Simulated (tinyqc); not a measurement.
Ballistic transport through the one-dimensional subbands of a rectangular nanowire or nanosheet channel: one step, computed by the program tinyqc. Command: `OMP_NUM_THREADS=1 python tinyqc.py 3017444 3017445 out.jsonl wire walk`. One thread of a shared host (Intel(R) Xeon(R) Processor @ 2.30GHz), about 0.03 s of CPU time with the checks.

Hard walls, parabolic subbands, transport along x. Energies are counted from the bulk conduction band edge at the top of the barrier, which the gate pulls down by U; the source Fermi level lies at the bulk edge when U = 0.

Problem. Subbands. E_pq = (hbar^2 pi^2/2)(p^2/(m_y b^2) + q^2/(m_z a^2)); valley pairs: (m_x, m_y, m_z) = (m_t, m_t, m_l), (m_t, m_l, m_t), (m_l, m_t, m_t), each with degeneracy g = 2; the 10 lowest subbands are kept.

Inputs (values chosen for the exercise, modelled on silicon):
```
quantity,value,unit
light mass m_t,0.19,m_0
heavy mass m_l,0.93,m_0
height a,4.6,nm
width b,5.3,nm
```

Valleys: silicon [100] wire.

Constants: hbar^2/(2 m_0) = 3.80998212 eV angstrom^2; k_B = 8.617333262e-05 eV/K.

Give: Subbands.

Solution.

Subbands:
```
valley axis,p,q,E (meV),m_x (m_0)
z,1,1,89.56,0.19
y,1,1,107.92,0.19
z,1,2,146.89,0.19
y,2,1,151.11,0.19
x,1,1,163.99,0.93
y,3,1,223.08,0.19
z,1,3,242.43,0.19
z,2,1,300.93,0.19
y,4,1,323.84,0.19
z,2,2,358.26,0.19
```
